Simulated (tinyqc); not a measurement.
Long-channel MOSFET, surface-potential model: two steps of the calculation.

n-channel transistor on a uniformly doped p-type body, gradual-channel approximation, constant mobility, Boltzmann statistics, full ionisation. Potentials are counted from the neutral body; V is the electron quasi-Fermi potential, Vsb at the source and Vsb + Vds at the drain. Charges are magnitudes per area.

Parameters, values chosen for the exercise; material values those of a made-up semiconductor: temperature T = 300 K; flat-band voltage Vfb = -0.85 V; channel mobility mu = 360 cm^2/(V s); gate width W = 5 um; gate length L = 10 um; source-body reverse bias Vsb = 0 V; gate-source voltage Vgs = 0.28 V; drain-source voltage Vds = 1.2 V.

Constants: q = 1.602176634e-19 C, kB = 1.380649e-23 J/K, Vt = kB T/q. Results are converted to the units shown.

Problem 1. Charges and current of the charge-sheet model. psi_0 and psi_L solve Vgs + Vsb - Vfb - psi = gamma sqrt(G) at V = Vsb and Vsb + Vds. Qi = Cox gamma [sqrt(G) - sqrt(psi - Vt)], G = psi - Vt + Vt exp((psi - 2 phiF - V)/Vt), at both ends. With U = Vgs + Vsb - Vfb: drift = mu (W/L) Cox [U (psi_L - psi_0) - (psi_L^2 - psi_0^2)/2 - (2/3) gamma ((psi_L - Vt)^1.5 - (psi_0 - Vt)^1.5)]; diffusion = mu (W/L) Vt (Qi0 - QiL).

psi_0 = 0.60214863 V
psi_L = 0.61187197 V
phiF = 0.29834709 V
Cox = 0.13954200 uF/cm^2
gamma = 0.67683200 V^0.5

Find: Qi0; QiL; drift current; diffusion current; drain current.

Solution 1.

Qi0 = 1.9591 nC/cm^2
QiL = 1.9886e-20 nC/cm^2
drift current = 0.0017137 uA
diffusion current = 0.0091166 uA
drain current = 0.010830 uA

Drift carries 15.8 % of the current. The drain end is pinched off: its charge is under 1 % of that at the source.

Problem 2. Inversion charge along the channel. The surface potential psi at channel potential V solves Vgs + Vsb - Vfb - psi = gamma sqrt(G), G = psi - Vt + Vt exp((psi - 2 phiF - V)/Vt). Charge sheet: Qi = Cox gamma [sqrt(G) - sqrt(psi - Vt)]. Pao-Sah: Qi = (Cox gamma/2) integral from 3 Vt to psi of exp((u - 2 phiF - V)/Vt)/sqrt(G(u, V)) du.

V, point 0 to 8 (V): [0, 0.15, 0.3, 0.45, 0.6, 0.75, 0.9, 1.05, 1.2]
phiF = 0.29834709 V
Cox = 0.13954200 uF/cm^2
gamma = 0.67683200 V^0.5

Wanted: psi; Qi, charge sheet; Qi, Pao-Sah.

Solution 2.

```
point  psi (V)  Qi, charge sheet (nC/cm^2)  Qi, Pao-Sah (nC/cm^2)
0       0.6021                       1.959                  2.006
1       0.6118                    0.008651               0.008856
2       0.6119                    2.618e-5               2.680e-5
3       0.6119                    7.907e-8               8.094e-8
4       0.6119                   2.388e-10              2.445e-10
5       0.6119                   7.215e-13              7.386e-13
6       0.6119                   2.179e-15              2.231e-15
7       0.6119                   6.583e-18              6.739e-18
8       0.6119                   1.989e-20              2.036e-20
```

At the source the charge-sheet charge is 2.3 % below the Pao-Sah one.

Program tinyqc, `OMP_NUM_THREADS=1 python tinyqc.py 2360032 2360033 out.jsonl`; Intel Xeon 2.30GHz, shared host, one thread, about 0.04 s.
